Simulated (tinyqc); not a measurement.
## Polarisation charge from two barrier thicknesses

Inverse problem. Voff = phiB - dEc - q sigma d/(eps0 eb). Find sigma, phiB - dEc and the thickness at which Voff = 0.

Constants: q = 1.602176634e-19 C, eps0 = 8.8541878128e-14 F/cm where lengths are in cm. Results are converted to the units shown.

Voff at d = 16 and 36 nm (V): [-4.2870203, -10.570671]
eb = 9.115

Answer. Voff is a straight line in d: its slope is -q sigma/(eps0 eb) and its intercept phiB - dEc.

sigma = 1.58e13 cm^-2
phiB - dEc = 0.740 V
thickness for Voff = 0 = 2.36 nm

tinyqc, about 0.01 s, one thread, Intel Xeon 2.30GHz (shared host): `OMP_NUM_THREADS=1 python tinyqc.py 2180123 2180124 out.jsonl`
